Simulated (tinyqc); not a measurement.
Double-gate transistor, scale length and short-channel effects: one step of the calculation.

A body of thickness ts between two insulators of thickness ti and two tied gates. Below threshold the potential that source and drain add obeys Laplace's equation and vanishes on the gate. Its lowest mode decays along the channel as exp(-k y); k is the smallest positive root of the matching condition at the interface, and the scale length is Lambda = pi/k.

Task. Scale length against simple estimates. Lambda = pi/k and l = 1/k. A parabolic potential across the structure gives l(parabolic) = sqrt((eps_r/(2 ei)) ts ti (1 + ei ts/(4 eps_r ti))).

Inputs (values chosen for the exercise); permittivities: semiconductor close to that of silicon, insulator close to that of silicon dioxide:
```
symbol,value,unit,meaning
eps_r,11.6,,relative permittivity of the semiconductor
ei,3.91,,relative permittivity of the insulator
ti,1.8,nm,insulator thickness
ts,11.6,nm,body thickness
```

k = 0.15144619 1/nm

Find: Lambda; l; l(parabolic).

Result.

Lambda = 20.74 nm
l = 6.603 nm
l(parabolic) = 6.913 nm

Program tinyqc, `OMP_NUM_THREADS=1 python tinyqc.py 2420101 2420102 out.jsonl`; Intel Xeon 2.30GHz, shared host, one thread, about 0.01 s.
